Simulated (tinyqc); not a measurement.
Inside a calculation. Model: charge-trap memory cell.

Computed by the program tinyqc: `OMP_NUM_THREADS=1 python tinyqc.py 2130034 2130035 out.jsonl`, one thread of a shared Intel Xeon 2.30GHz, about 0.06 s for the whole run. Printed values are rounded.

Channel, tunnel oxide, storage layer, blocking layer, gate. N electrons per area sit in a sheet at the centroid and shift the threshold by U = (q/eps0) N (tb/eb + xc tn/en). EOT = t1 + 3.9 (tn/en + tb/eb); tunnel field F = (Vg - U)/EOT; dN/dt = eta (J/q)(1 - N/Nm). Fowler-Nordheim: J = A F^2 exp(-B/F), A = q^2/(16 pi^2 hbar mo phi) (times 1e14 for A/cm^2 with F in V/nm, emitter mass m0), B = (4/3) sqrt(mo/C) phi^1.5, C = hbar^2/(2 m0).

Parameters, values chosen for the exercise; oxide values close to those of silicon dioxide, storage layer close to silicon nitride, blocking layer close to silicon dioxide: tunnel barrier phi = 3.05 eV; tunnelling mass mo = 0.49 m0; tunnel oxide (permittivity 3.9) t1 = 5.1 nm; storage layer tn = 5.8 nm; its relative permittivity en = 7; blocking layer tb = 7.4 nm; its relative permittivity eb = 3.9; charge centroid, share of tn counted from the blocking side xc = 0.65; capture efficiency of an empty layer eta = 0.62; trap density Nm = 2e13 cm^-2; storage temperature T = 398 K; shallowest trap depth E1 = 0.76 eV; deepest trap depth E2 = 1.98 eV; attempt frequency nu = 1e13 1/s; gate voltage less flat band and surface potential Vg = 18.4 V; first time step d0 = 2.1e-6 s; growth of the step gr = 2; steps n = 10.

Constants: q = 1.602176634e-19 C, kB = 1.380649e-23 J/K, hbar = 1.054571817e-34 J s, m0 = 9.1093837015e-31 kg, Vt = kB T/q, eps0 = 8.8541878128e-14 F/cm where lengths are in cm, hbar^2/(2 m0) = 0.0380998212 eV nm^2. Results are converted to the units shown.

Range of the model: The Fowler-Nordheim form needs F t1 above phi; trap-assisted paths and leakage through the blocking layer are left out.

## Constants of the stack

EOT, the shift for 1e12 electrons per cm^2, the shift with all traps full, and the starting field, current and rate.

EOT = 15.73143 nm
shift for 1e12 cm^-2 = 0.4407986 V
shift with all traps full = 8.815973 V
F(0) = 1.169633 V/nm
J(0) = 0.04924821 A/cm^2
dN/dt at the start = 1.905776e17 cm^-2 s^-1

## Midpoint steps of growing length

N(half) = N + (d/2) r(N), N(new) = N + d r(N(half)), r = dN/dt; the step starts at d0 and is multiplied by gr each time. Field in the blocking layer (3.9 F + q N/eps0)/eb.

```
step,t (s),N (cm^-2),U (V),F (V/nm),blocking field (V/nm)
0,0,0,0.000000,1.169633,1.169633
1,2.1e-6,3.533423e11,0.155753,1.159732,1.176127
2,6.3e-6,8.769513e11,0.386559,1.145061,1.185749
3,1.47e-5,1.558030e12,0.686778,1.125977,1.198266
4,3.15e-5,2.348112e12,1.035045,1.103838,1.212786
5,6.51e-5,3.194777e12,1.408254,1.080115,1.228345
6,0.0001323,4.060168e12,1.789716,1.055866,1.244249
7,0.0002667,4.921401e12,2.169347,1.031734,1.260076
8,0.0005355,5.765669e12,2.541499,1.008078,1.275592
9,0.001073100,6.586128e12,2.903156,0.985088,1.290670
10,0.002148300,7.379355e12,3.252810,0.962862,1.305247
```

A converged integration gives U = 3.421 V at the last time; the steps are 4.9 % below that. The tunnel field falls by 17.7 % while the blocking field rises by 11.6 %.

## Retention after ten years

Retention: filled traps are spread evenly in depth from E1 to E2, and each empties at the rate nu exp(-E/kB T). The share left is the mean of exp(-nu t exp(-E/kB T)) = [kB T/(E2 - E1)] [E1x(nu t exp(-E2/kB T)) - E1x(nu t exp(-E1/kB T))], E1x the exponential integral; traps shallower than about Ed = kB T ln(nu t) are empty. t = 3.15576e8 s.

Ed = 1.697821 eV
share left = 0.2150746
loss a decade while Ed lies between E1 and E2, kB T ln 10/(E2 - E1) = 0.06473093

The sharp-edge estimate (E2 - Ed)/(E2 - E1) is 0.231; the true edge lies 0.577 kB T deeper.
